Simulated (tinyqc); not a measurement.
k.p theory built from an empirical-pseudopotential calculation at Gamma, step by step. Values are carried at full precision from step to step, so a last printed digit may differ when a step is redone from the rounded ones.

Empirical pseudopotential on the fcc lattice, atoms at +/- tau, tau = a (1,1,1)/8, no spin-orbit coupling. H(G,G') = c (2 pi/a)^2 |k + G|^2 delta + VS(q) cos(q.tau) + i VA(q) sin(q.tau), q = G - G', c = hbar^2/2m0; k and G in units of 2 pi/a; VS at |q|^2 = 3, 8, 11 and VA at 3, 4, 11, in rydberg, zero elsewhere. The basis is fixed: all 113 G with |G|^2 up to Gcut. Energies are counted from the fourth level at Gamma.

Constants: hbar^2/2m0 = 3.80998211 eV angstrom^2; Ry = 13.60569312 eV.

Parameters, chosen for this exercise (near those of Ge; the results hold for these values, not for the real material): a = 5.663 angstrom (lattice constant); VS = (-0.232, 0.009, 0.059) Ry (symmetric form factors); VA = (0, 0, 0) Ry (antisymmetric form factors); Gcut = 20 (2 pi/a)^2 (largest |G|^2 of the fixed basis).

## Levels at Gamma

Diagonalise H at k = 0 and group equal levels.

Multiplets at Gamma:
```
multiplet  degeneracy    E (eV)
1                   1  -11.9899
2                   3    0.0000
3                   1    1.0963
4                   3    3.5005
5                   1    6.6651
6                   2    8.1563
7                   3   12.0775
8                   1   13.4580
9                   3   26.1005
```

The lowest empty multiplet is a singlet at 1.096 eV; the lowest empty singlet (s-like) is multiplet 3.

## Mass of the s-like conduction level (multiplet 3)

For a multiplet A of d_A states, W(B) = (4 c/(3 d_A)) sum over n in A, m in B and i = x, y, z of |<n|G_i|m>|^2 (G in 1/angstrom, <n|G_i|m> = sum_G c_n(G)* G_i c_m(G)); the mean inverse mass of A is 1 + sum_B W(B)/(E_A - E_B). Multiplets with W = 0 are left out.

List the couplings (the first eight at most); W to the valence triplet is the Kane energy Ep.

Couplings:
```
multiplet B  degeneracy  E_B (eV)   W (eV)  W/(E_A - E_B)
2                     3    0.0000  20.0433        18.2829
7                     3   12.0775   0.2332        -0.0212
10                    3   26.7094   0.4589        -0.0179
16                    3   41.4435   0.0137        -0.0003
23                    3   43.1254   0.0079        -0.0002
25                    3   48.5873   0.0078        -0.0002
34                    3   77.5920   0.0296        -0.0004
38                    3   80.1768   0.0074        -0.0001
```

sum over the higher multiplets = -0.0001
1/m = 19.2424

Ep = 20.04 eV. The valence triplet gives 18.28, all other levels together -0.04; m = 0.0520, against 0.0519 for two levels alone.

## Valence parameters

Fold all other levels onto the valence triplet: D(u) = c + 4 c^2 sum_m <n|u.G|m><m|u.G|n'>/(0 - E_m), in units of c. Along [100] its eigenvalues are L (once) and M (twice); along [111] (L + 2M + 2N)/3 (once) and (L + 2M - N)/3 (twice). Then g1 = -(L + 2M)/3, g2 = -(L - M)/6, g3 = -N/6.

eigenvalues along [100]: -19.083  -2.976  -2.976

eigenvalues along [111]: -22.536  -1.250  -1.250

L, M, N: -19.083  -2.976  -21.286

g1, g2, g3: 8.345  2.685  3.548

With spin-orbit coupling added at fixed g1, g2, g3 and large against the hole energy these give heavy and light masses along [100] of 0.336 and 0.073. The s-like level alone adds Ep/(3E) = 6.09 to g1. Local form factors fix Ep and the gap only roughly, so these values can lie far from measured ones.

## Checks

- 1/m of the s-like level from the sum against the curvature of the band: both 19.24.
- L and M against the curvatures along [100]: largest relative difference 3.3e-06.

tinyqc: `OMP_NUM_THREADS=1 python tinyqc.py 1080666 1080667 out.jsonl`; about 0.6 s, one thread, shared Intel(R) Xeon(R) Processor @ 2.30GHz.
